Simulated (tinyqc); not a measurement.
Capacitance measurement on a leaky thin oxide: effects of series resistance and leakage: two steps of the calculation.

The device is a capacitance C in parallel with a leakage conductance G, in series with Rs and Ls. An impedance meter reports either a parallel pair (Cp, Gp) from Y = 1/Z = Gp + i w Cp or a series pair (Cs, Rm) from Z = Rm + 1/(i w Cs); w = 2 pi f, dissipation D = Gp/(w |Cp|).

Values chosen for this exercise; values of the order met in thin-oxide MOS capacitors:
```
symbol  value    unit                                                                 meaning
eox       3.9          relative permittivity of the gate insulator (close to silicon dioxide)
tox       2.5      nm                                                     insulator thickness
A        2500    um^2                                                               gate area
zc       0.41      nm              oxide-equivalent thickness added by the accumulation layer
zp       0.35      nm                      oxide-equivalent thickness added by gate depletion
Jg        1.6  A/cm^2              gate leakage current density, not matched to the thickness
Vs        0.4       V                               voltage for an e-fold rise of the leakage
Rs         71     ohm                                                       series resistance
Ls          0      nH                                                       series inductance
f         1e6      Hz                                                     measuring frequency
```

Constants: eps0 = 8.8541878128e-14 F/cm where lengths are in cm. Results are converted to the units shown.

Question 1. True capacitance and conductance. EOT = 3.9 tox/eox; CET = EOT + zc + zp; C = 3.9 eps0 A/CET; G = Jg A/Vs.

Give: EOT; CET; C; G.

Answer 1.

EOT = 2.500 nm
CET = 3.260 nm
C = 26.48 pF
G = 100.0 uS

Question 2. What the meter reports. Z = Rs + i w Ls + 1/(G + i w C).

C = 26.481083 pF
G = 100 uS

Wanted: Z; Cp; Gp; Cs; D.

Answer 2.

Z = (2.725-4.415i) x 1e3 ohm
Cp = 26.11 pF
Gp = 101.2 uS
Cs = 36.05 pF
D = 0.6171

Cp is 1.4 % below C and Cs is 36 % above it; G Rs = 0.00710, w C Rs = 0.0118 and G/(w C) = 0.601.

Computed by the program tinyqc: `OMP_NUM_THREADS=1 python tinyqc.py 2022006 2022007 out.jsonl`, one thread of a shared Intel Xeon 2.30GHz, about 0.01 s for the whole run.
